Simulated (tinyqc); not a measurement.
Effective charge: two electrons on one impurity (helium-like model).

Units Ha* = 2 Ry m/eps^2 and a* = a0 eps/m. One electron is bound by Z^2/2. Two electrons in the singlet built from exp(-a r) and exp(-b r): S = 8 (ab)^(3/2)/(a + b)^3, h_aa = a^2/2 - Z a, h_bb alike, h_ab = S (ab/2 - Z (a + b)/2), J = ab (a^2 + 3ab + b^2)/(a + b)^3, K = 20 (ab)^3/(a + b)^5, E = (h_aa + h_bb + 2 S h_ab + J + K)/(1 + S^2). For a = b this is a^2 - 2 Z a + 5a/8. Real double donors are deeper, since the central cell is left out.

Inputs chosen for the exercise (out of a larger set: near those of impurities in Si; not measured data): m = 0.312 m0 (one mean mass); eps = 11.8 (dielectric constant); Zs = (1, 1.04, 1.17, 1.66, 1.98, 2.72, 4.05) (charges).

Ha* = 60.9735 meV

Binding of the first electron, of the second (-E - Z^2/2) with equal and with unequal orbitals, and U, the first less the second (unequal).

Results (meV):
```
Z     first  second, equal  second, unequal   a/b      U  U/(Z Ha*)
1.00   30.5          -1.67             0.81  3.67   29.7      0.487
1.04   33.0          -0.70             1.66  3.32   31.3      0.494
1.17   41.7           3.10             5.23  2.73   36.5      0.512
1.66   84.0          26.70            28.50  2.02   55.5      0.548
1.98  119.5          50.02            51.73  1.85   67.8      0.562
2.72  225.6         127.85           129.47  1.63   96.1      0.579
4.05  500.1         351.67           353.22  1.47  146.8      0.595
```

Equal orbitals bind a second electron only above Z = (5/16)/(1 - 1/sqrt2) = 1.067; unequal ones do so in 7 of the 7 rows. Their gain is 2.48 meV in the first row and 1.54 in the last, while the second binding grows to 353 meV, so the gain decides the matter only near Z = 1. U grows almost linearly with Z: U/(Z Ha*) goes from 0.487 to 0.595, towards 5/8, while the first binding grows as Z^2. Angular correlation is left out: at Z = 1 this function binds the second electron by 0.0133 Ha*, half the exact 0.0278.

tinyqc: `OMP_NUM_THREADS=1 python tinyqc.py 1280672 1280673 out.jsonl`; about 0.03 s, one thread, shared Intel(R) Xeon(R) Processor @ 2.30GHz.
